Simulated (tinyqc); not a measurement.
Worked calculation: CID on RHF in the sto-6g basis, for H3+, spin multiplicity 1. One step of it, computed by the program tinyqc.

Problem. CID: roots. Diagonalise (each vector has its largest component positive (the first on a tie)); all determinants have Ms = 0, so triplets appear too. The lowest singlet root is the correlation energy.

Occupation strings over the orbitals (2 doubly, a alpha, b beta, 0 empty; spin orbitals ordered 1a 1b 2a 2b ...): 200 020 0ab 0ba 002

H - E(HF) between determinants (hartree), lower triangle:
```
           200        020        0ab        0ba       002
200   0.000000
020   0.145549   0.745954
0ab   0.000006  -0.000057   0.851275
0ba  -0.000006   0.000057  -0.126280   0.851275
002   0.146308   0.126280   0.000025  -0.000025  1.158143
```

Give: lowest roots of this matrix, relative to E(HF); lowest vectors; <S^2> of these roots; weight of the ground state by excitation level 0, 1, 2, ....

Solution.

lowest roots of this matrix, relative to E(HF) (hartree): -0.0398  0.7231  0.7250  0.9776  1.2208

lowest vectors:
```
      root 1   root 2  root 3   root 4
200   0.9809   0.1256  0.0000   0.0000
020  -0.1652   0.9407  0.0000  -0.0003
0ab   0.0000   0.0002  0.7071   0.7071
0ba   0.0000  -0.0002  0.7071  -0.7071
002  -0.1024  -0.3152  0.0000   0.0001
```

<S^2> of these roots: 0.0000  0.0000  2.0000  0.0000  0.0000

weight of the ground state by excitation level 0, 1, 2, ...: 0.9622  0.0000  0.0378
